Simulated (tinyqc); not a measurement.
Free-carrier absorption and index change in the near infrared: free-carrier optics of a doped semiconductor (Drude model with one polar phonon).

eps(E) = ei [1 - Ep^2/(E^2 + i E Gam)] + (es - ei) wT^2/(wT^2 - E^2 - i E gT), with Ep^2 = 8 pi c (e^2/(4 pi eps0)) N/(m ei), c = hbar^2/2m0, N in 1/angstrom^3 (1e-24 per 1/cm^3); Gam = hbar/tau, tau = mu m m0/e with m0/e = 5.685630e-12 kg/C and mu in m^2/(V s). Energies in meV.

n + i k = sqrt(eps1 + i eps2) with k >= 0; R = ((n - 1)^2 + k^2)/((n + 1)^2 + k^2) at normal incidence from vacuum; alpha = 2 E k/(hbar c), times 1e8 for 1/cm; loss function Im(-1/eps) = eps2/(eps1^2 + eps2^2).

Constants: hbar^2/2m0 = 3.80998211 eV angstrom^2; e^2/(4 pi eps0) = 14.39964547 eV angstrom; hbar = 6.58211957e-16 eV s; hbar c = 1973.269805 eV angstrom.

Inputs chosen for the exercise (mass and dielectric values near those of GaAs; N and mu are free inputs; interband absorption and the rise of the mass with filling are left out; shifted at random, so the results belong to these values and not to a real crystal): N = 5.2e+17 1/cm^3 (carrier density); m = 0.0674 m0 (conductivity mass); mu = 3900 cm^2/(V s) (mobility); ei = 11.21 (high-frequency dielectric constant).

At the wavelengths listed E = hc/lambda (hc = 1239.841984 eV nm). Approximate forms: alpha = ei Ep^2 Gam/(E^2 sqrt(ei) hbar c) and dn = -sqrt(ei) Ep^2/(2 E^2). The phonon term is left out here.

Free carriers:

| lambda (micrometre) | E (meV) | alpha (1/cm) | alpha, approximate | dn | dn, approximate |
|---|---|---|---|---|---|
| 1.31 | 946.4 | 0.792 | 0.792 | -0.00177 | -0.00177 |
| 1.55 | 799.9 | 1.11 | 1.11 | -0.00248 | -0.00248 |
| 2.00 | 619.9 | 1.85 | 1.85 | -0.00414 | -0.00413 |
| 3.00 | 413.3 | 4.16 | 4.15 | -0.00931 | -0.00930 |
| 5.00 | 248.0 | 11.6 | 11.5 | -0.0259 | -0.0258 |
| 8.00 | 155.0 | 30.1 | 29.5 | -0.0668 | -0.0661 |
| 10.60 | 117.0 | 53.7 | 51.8 | -0.118 | -0.116 |

At 1.55 micrometre alpha = 1.11 1/cm and dn = -0.00248; a phase shift of pi needs a length lambda/(2 |dn|) = 312 micrometre, over which the loss is 0.15 dB. The approximate alpha is within 5 % up to 10.6 micrometre of the wavelengths listed; it needs photon energies well above both Ep and Gam, which lie at 40.2 and 281.5 micrometre. Interband and intervalley absorption are left out.

Program tinyqc; command `OMP_NUM_THREADS=1 python tinyqc.py 1680972 1680973 out.jsonl`; about 0.01 s on one thread of a shared Intel(R) Xeon(R) Processor @ 2.30GHz.
